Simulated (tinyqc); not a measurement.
What the excited states change: donors on two lattice sites with valley-orbit split states.

Each donor binds at most one electron, in any of its states. For a site s, W_s = sum over its states of g exp(E/kT), and the ionised share is 1/(1 + W_s exp(eta)), eta = (EF - Ec)/kT; n = Nc F_1/2(eta); neutrality n + NA = ND x (mean ionised share, the two sites in equal numbers); holes are neglected. Nc from N = 2 (m kB T/(4 pi c))^(3/2) with c = hbar^2/2m0, in 1/angstrom^3; times 1e24 for 1/cm^3, m = md. F_j(eta) = (1/Gamma(j + 1)) integral_0^infinity x^j dx/(1 + exp(x - eta)), which tends to exp(eta) for eta << 0.

Constants: hbar^2/2m0 = 3.80998211 eV angstrom^2; kB = 8.617333262e-05 eV/K.

Parameters, chosen for this exercise (near those of nitrogen in 4H-SiC; shifted at random, so the results belong to these values and not to a real crystal): md = 0.805 m0 (density-of-states mass of the conduction band); E = (65.5, 57.9, 126.5, 80.2) meV (binding energies of h ground, h excited, k ground, k excited); g = (2, 4, 2, 4) (their degeneracies with spin); ND = 7.7e+15 1/cm^3 (donors, half on each site); NA = 0 1/cm^3 (compensating acceptors, all ionised).

The last columns keep only the ground state of each site (g = 2).

Results:
```
T (K),"effective degeneracy, h site",eta,n (1/cm^3),"n, ground states only",ratio
40,2.44,-12.67,2.79e+12,3.08e+12,0.905
60,2.92,-9.90,8.12e+13,9.79e+13,0.829
80,3.33,-8.65,4.37e+14,5.55e+14,0.789
110,3.79,-7.85,1.56e+15,1.96e+15,0.799
150,4.22,-7.63,3.11e+15,3.47e+15,0.894
200,4.57,-7.61,4.90e+15,5.15e+15,0.951
250,4.81,-7.67,6.41e+15,6.64e+15,0.966
300,4.98,-7.84,7.13e+15,7.29e+15,0.979
400,5.21,-8.22,7.54e+15,7.61e+15,0.992
500,5.35,-8.54,7.63e+15,7.66e+15,0.996
```

The effective degeneracy grows from 2.44 to 5.35. Excited states hold electrons back, so the ratio is never above 1; it is lowest, 0.789, at 80 K of those listed, and 0.979 at 300 K. At low T the excited states empty out, and at high T more donors are ionised (n is 99 % of ND - NA in the last row), so the effect is largest in between.

Program tinyqc; command `OMP_NUM_THREADS=1 python tinyqc.py 1680734 1680735 out.jsonl`; about 0.01 s on one thread of a shared Intel(R) Xeon(R) Processor @ 2.30GHz.
